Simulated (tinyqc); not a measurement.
# From junction depth x_j back to background doping N_B (opposite type)

Model: sheet resistance and Hall data of a diffused or implanted layer. Computed by tinyqc, a small Python program. Command: `OMP_NUM_THREADS=1 python tinyqc.py 3028131 3028132 out.jsonl layer inv`. One thread of a shared host (Intel(R) Xeon(R) Processor @ 2.30GHz), about 0.01 s of CPU time with the checks.

Carriers are taken equal to the net active doping down to the junction (full ionisation, which deep dopants in wide-gap hosts do not reach; no spill-over, no depletion), and the Hall factor is 1.

Inputs (values chosen for the exercise, modelled on nitrogen in 4H-SiC): peak concentration N_0 = 1.2e+20 1/cm^3; length scale l = 230 nm.

Profile: complementary error function. Activation: limited by solubility.

Method. N(x) = N_0 erfc(x/l), dose N_0 l/sqrt(pi), junction x_j = l erfc^-1(N_B/N_0).

Question. A run gave the result below. Find the background doping N_B (opposite type), known to lie between 9.5e+13 and 2.6e+14 1/cm^3.

junction depth x_j = 786.1311 nm

Answer.

Each step takes the trial c = (a f_b - b f_a)/(f_b - f_a), f being the result less the target and a, b, c the logarithms of the listed values; c replaces end b, the old b replaces a if the sign of f changed, and otherwise f_a is halved.

Scan of the range:
```
background doping N_B (opposite type) (1/cm^3)  junction depth x_j (nm)
9.50e+13                                                        802.994
1.12e+14                                                        797.755
1.33e+14                                                        792.251
1.57e+14                                                        786.905
1.86e+14                                                        781.407
2.20e+14                                                        775.926
2.60e+14                                                        770.436
```

False position (Illinois rule, in the logarithm of the input) inside the bracket:
```
step        end a        end b        trial  junction depth x_j (nm)
1     1.57000e+14  1.86000e+14  1.60789e+14                  786.133
2     1.86000e+14  1.60789e+14  1.60800e+14                  786.131
3     1.86000e+14  1.60800e+14  1.60800e+14                  786.131
4     1.60800e+14  1.60800e+14  1.60800e+14                  786.131
```

Junction depth x_j falls at every point of a 13-point scan of the range (every second point is shown), so one value fits; it is bracketed by 1.57e14 and 1.86e14. Answer: background doping N_B (opposite type) = 1.608e14 1/cm^3.
